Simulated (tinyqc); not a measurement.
Ion implantation: universal nuclear stopping, Lindhard-Scharff electronic stopping and a Gaussian range profile: one step, computed by the program tinyqc.

An ion slows by elastic collisions with screened nuclei and by friction with electrons; channelling is ignored and the target is uniform.

Problem. Damage. Kinchin-Pease count with efficiency 0.8: N_d = 0.8 nu/(2 E_d), taking all of nu as damage energy (an upper estimate, as recoils also lose energy to electrons). Spread over a depth R_p + dR_p, displacements per atom = Q N_d/(N (R_p + dR_p)).

Inputs (values chosen for the exercise, modelled on arsenic ions in silicon): target density N = 49.94 1/nm^3; dose Q = 3.6e+12 1/cm^2; displacement energy E_d = 15 eV.

energy lost to nuclei nu = 61.90008 keV

projected range R_p = 54.48275 nm

straggle dR_p = 16.17178 nm

Give: displacements per ion N_d; displacements per atom.

Solution.

displacements per ion N_d = 1651

displacements per atom = 0.01684

One displacement per atom would need a dose of 2.1e14 per cm^2 if no defects annealed.
